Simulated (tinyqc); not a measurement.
# Double-gate transistor below threshold, two-dimensional Poisson equation on a small mesh: effects of single changes

Half of a symmetric double-gate structure: row 0 is the mid-plane of the body, where the normal field vanishes. Mobile charge is neglected (subthreshold), the body is fully depleted, and potentials are counted from the intrinsic level; rows run upward to the gate, columns from source to drain.

Parameters, values chosen for the exercise; semiconductor permittivity close to that of silicon:
- T = 325 K (temperature)
- eps_r = 11.8 (relative permittivity of the semiconductor)
- eox = 25 (relative permittivity of the insulator)
- tb = 5 nm (half the body thickness)
- tox = 7.3 nm (insulator thickness)
- L = 25 nm (channel length)
- Na = 9.2e17 cm^-3 (acceptor density of the depleted body)
- Vbi = 0.54 V (potential of the source)
- Vfb = -0.08 V (gate offset)
- Vg = -0.1 V (gate voltage)
- Vd = 0.7 V (drain voltage)

Constants: q = 1.602176634e-19 C, kB = 1.380649e-23 J/K, Vt = kB T/q, eps0 = 8.8541878128e-14 F/cm where lengths are in cm. Results are converted to the units shown.

Each table varies one quantity; the others keep the values above.

## Refining the mesh

The mesh has 2 c steps in the semiconductor (rows from 0 up to the interface), c steps in the insulator and 8 c along the channel, each uniform. Box integration, divided by eps0: up_i = eps hy/h of the interval above row i, dn_i = that of the interval below (0 for row 0), lat_i = (sum of eps h/2 over the intervals above and below)/hy, s_i = -q Na w_i hy/eps0 with w_i the semiconductor height of the box (hs/2 for row 0 and the interface row, hs between, 0 in the insulator). Each free node obeys (up + dn + 2 lat) psi = up psi(above) + dn psi(below) + lat [psi(left) + psi(right)] + s. Fixed values: gate row Vg - Vfb; column 0 at Vbi and the last column at Vbi + Vd in the semiconductor, each running linearly to Vg - Vfb across the insulator. The system is solved directly; psi is read on row 0 at mid-channel.

Result of one run:
```
c,unknowns,psi at mid-channel (V),d psi/dVg
8,1512,0.2467,0.6722
```

What becomes of these results when the refinement factor c is changed from 8 to 1, all else the same?

Result of the changed run:
```
c,unknowns,psi at mid-channel (V),d psi/dVg
1,21,0.3030,0.6119
```

The whole series:
```
c,unknowns,psi at mid-channel (V),d psi/dVg
1,21,0.3030,0.6119
2,90,0.2607,0.6572
3,207,0.2524,0.6661
4,372,0.2495,0.6692
6,846,0.2474,0.6714
8,1512,0.2467,0.6722
12,3420,0.2461,0.6727
```

psi at mid-channel goes from 0.3030 V on the coarsest mesh to 0.2461 V on the finest, a difference of 57 mV. d psi/dVg changes by 0.045 from c = 1 to 2, by 0.012 from 2 to 4 and by 0.0030 from 4 to 8, a ratio of 4.0 between the last two, near the 4 of a second-order scheme.

## Effect of the channel length

Mesh: rows i = 0..12 in the semiconductor (step hs = tb/12, row 12 on the interface), then 8 step(s) ho = tox/8 up to the gate row 20; columns j = 0..80 (step hy = L/80). The system is solved directly. On row 0 the minimum of psi and its place come from a parabola through the three lowest nodes; barrier = Vbi - minimum, swing = Vt ln 10/(d psi/dVg), DIBL = (d psi/dVd)/(d psi/dVg) there. Lambda = pi/k with k the smallest positive root of tan(k tox) tan(k tb) = eox/eps_r.

Results:
```
L (nm),L/Lambda,barrier (V),place y/L,swing (mV/decade),DIBL (mV/V)
18,0.8913,0.1441,0.3276,159.4,370.0
22,1.089,0.2503,0.3723,116.2,227.1
27,1.337,0.3565,0.4018,92.93,132.6
33,1.634,0.4456,0.4221,79.98,74.18
48,2.377,0.5527,0.4474,68.66,20.29
58,2.872,0.5792,0.4566,66.35,9.044
71,3.516,0.5937,0.4645,65.15,3.244
```

Estimate the missing row, L = 39 nm.

Computed row:
```
L (nm),L/Lambda,barrier (V),place y/L,swing (mV/decade),DIBL (mV/V)
39,1.931,0.5032,0.4349,73.45,43.35
```

With this row back in the table: As L goes from 18 to 71 nm, the barrier rises from 0.144 to 0.594 V, the swing falls from 159 to 65.2 mV a decade and DIBL falls from 370 to 3.24 mV/V; the ideal swing is 64.5. L/Lambda goes from 0.89 to 3.5. Between the last two rows DIBL decays with a length of 12.7 nm; 2 Lambda/pi is 12.9 nm. At L = 18 nm the barrier is under 6 Vt, so mobile charge, neglected here, begins to count.

## Effect of half the body thickness

Same model as above.

Effect of half the body thickness:
```
tb (nm),L/Lambda,barrier (V),place y/L,swing (mV/decade),DIBL (mV/V)
2,1.510,0.4226,0.4145,79.76,72.02
2.6,1.453,0.4048,0.4112,82.62,85.34
3.5,1.370,0.3747,0.4052,87.96,109.7
4.6,1.272,0.3335,0.3960,96.44,147.3
6.1,1.147,0.2742,0.3801,112.1,213.3
8,1.007,0.2020,0.3548,140.5,322.7
```

As tb goes from 2 to 8 nm, the barrier falls from 0.423 to 0.202 V, the swing rises from 79.8 to 140 mV a decade and DIBL rises from 72.0 to 323 mV/V; the ideal swing is 64.5. L/Lambda goes from 1.5 to 1.0. At tb = 2 nm the body is under 5 nm thick, where quantum confinement matters.

Numbers from tinyqc (`OMP_NUM_THREADS=1 python tinyqc.py 2480166 2480167 out.jsonl`; about 0.2 s on one thread of a shared Intel Xeon 2.30GHz).
